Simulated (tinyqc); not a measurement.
# Changing the longitudinal mass m_l

Model: mobility of a non-polar semiconductor in the relaxation-time approximation. Computed by tinyqc, a small Python program. Command: `OMP_NUM_THREADS=1 python tinyqc.py 3009405 3009406 out.jsonl rta sweep`. One thread of a shared host (Intel(R) Xeon(R) Processor @ 2.30GHz), about 0.01 s of CPU time with the checks.

Each valley is treated as a sphere of mass m_d for states and rates, with one isotropic relaxation time; the conductivity mass m_c sets the current.

Inputs (values chosen for the exercise, for a model non-polar semiconductor):

| quantity | value | unit |
|---|---|---|
| transverse mass m_t | 0.084 | m_0 |
| equivalent valleys Z | 4 | - |
| static permittivity eps_s | 8.97 | - |
| density rho | 2390 | kg/m^3 |
| sound velocity v_l | 6980 | m/s |
| acoustic deformation potential D_A | 4.9 | eV |
| phonon energy hbar w | 25 | meV |
| optical or intervalley deformation potential D_o | 8.2 | 1e8 eV/cm |
| final valleys Z_f | 3 | - |
| carrier density n | 1.1e+18 | 1/cm^3 |
| compensation ratio C | 0.34 | - |
| temperature T | 100 | K |
| neutral impurity density N_n | 5.3e+16 | 1/cm^3 |

Band: parabolic. Impurity formula: Brooks-Herring. Further scattering: neutral impurities.

Constants: k_B = 8.617333262e-05 eV/K; m_0 = 9.1093837015e-31 kg; e = 1.602176634e-19 C; hbar = 1.054571817e-34 J s; eps_0 = 8.8541878128e-12 F/m; k_B = 1.380649e-23 J/K; hbar = 6.582119569e-16 eV s.

Method:
- m_d = (m_l m_t^2)^(1/3); 1/m_c = (1/m_l + 2/m_t)/3; Hall mass factor A = 3 K_m (K_m + 2)/(2 K_m + 1)^2, K_m = m_l/m_t; N_I = n (1 + C)/(1 - C).
- Parabolic band: E = hbar^2 k^2/(2 m), speed v = hbar k/m, states per spin, volume and energy g(E) = m k/(2 pi^2 hbar^2). Here m = m_d. Masses are multiplied by m_0 and all formulas are in SI units.
- The reduced Fermi level eta = E_F/(k_B T) solves n = 2 Z int g f dE with f = 1/(1 + exp(x - eta)) (Z = 1 unless valleys are given); screening length L_s = sqrt(eps_s eps_0 k_B T/(e^2 dn/deta)), dn/deta = 2 Z int g f (1 - f) dE.
- Integrals over x = E/(k_B T) use 160 Gauss-Legendre points in u = sqrt(x) from 0 to sqrt(max(eta, 0) + 32).
- Phonon occupation N_q = 1/(exp(hbar w/(k_B T)) - 1).
- Acoustic deformation potential (elastic, equipartition, absorption and emission together): 1/tau = 2 pi k_B T D_A^2 g(E)/(hbar rho v_l^2).
- Optical or intervalley deformation potential: 1/tau = (pi Z_f D_o^2/(rho w)) [N_q g(E + hbar w) + (N_q + 1) g(E - hbar w)], with g = 0 below the band edge.
- Each optical term is multiplied by (1 - f(E'))/(1 - f(E)), E' the final energy, for Pauli blocking.
- Singly charged impurities, momentum relaxation: 1/tau = N_I e^4 m (1 + 2 alpha E) Phi/(8 pi (eps_s eps_0)^2 hbar^3 k^3), with alpha = 0 for a parabolic band.
- Brooks-Herring: Phi = ln(1 + b) - b/(1 + b), b = 4 k^2 L_s^2.
- Neutral impurities (Erginsoy): 1/tau = 20 N_n a_B hbar/m, a_B = 4 pi eps_s eps_0 hbar^2/(m e^2).
- mu = (m_d/m_c) (2 Z e/(3 n k_B T)) int g v^2 tau f (1 - f) dE.
- Averages over x are split at the emission threshold x_0 = hbar w/(k_B T): 64 Gauss-Legendre points in sqrt(x) below it and 128 in sqrt(x - x_0) above it, up to x = max(eta, 0) + 32.
- Rates are added at each energy before the average. With <y> = int g v^2 y f (1 - f) dE: Hall factor r_H = A (3 n k_B T/(2 Z m_d)) <tau^2/(1 + 2 alpha E)>/<tau>^2 (alpha = 0 for a parabolic band); Hall mobility r_H mu; |S| = (k_B/e) (<x tau>/<tau> - eta); resistivity 1/(n e mu).

One run for each value:

| longitudinal mass m_l (m_0) | drift mobility mu (cm^2/(V s)) | density-of-states mass m_d (m_0) | conductivity mass m_c (m_0) | Hall mass factor A | Seebeck coefficient \|S\| (microvolt/K) |
|---|---|---|---|---|---|
| 0.084 | 916.20 | 0.08400 | 0.08400 | 1.0000 | 170.75 |
| 0.120 | 881.81 | 0.09460 | 0.09333 | 0.9877 | 184.38 |
| 0.170 | 854.51 | 0.10625 | 0.10104 | 0.9589 | 197.93 |
| 0.240 | 830.25 | 0.11919 | 0.10723 | 0.9235 | 211.52 |
| 0.350 | 803.95 | 0.13517 | 0.11250 | 0.8849 | 226.52 |
| 0.500 | 777.57 | 0.15223 | 0.11624 | 0.8527 | 240.78 |
| 0.710 | 749.44 | 0.17111 | 0.11896 | 0.8268 | 254.82 |
| 1.000 | 719.82 | 0.19180 | 0.12092 | 0.8068 | 268.53 |

What does the table show, and why?

Over the rows, drift mobility mu (cm^2/(V s)) falls from 916 to 720 (exponent d ln y / d ln x -0.11 between the first rows and -0.12 between the last); density-of-states mass m_d (m_0) rises from 0.0840 to 0.192 (exponent d ln y / d ln x about 0.33 throughout); conductivity mass m_c (m_0) rises from 0.0840 to 0.121 (exponent d ln y / d ln x 0.30 between the first rows and 0.048 between the last). m_c stays below 1.5 m_t = 0.126 however large m_l gets, while m_d keeps growing as m_l^(1/3); A falls from 1 towards 3/4.

Caution (all rows): Erginsoy's formula holds for k a_B below about 0.5 and for dopants that stay neutral, which means low temperature; elsewhere it is only a rough constant rate. Caution (all rows): n is taken as given; at low temperature (in diamond even at 300 K) real dopants can freeze out, which changes n and N_I.
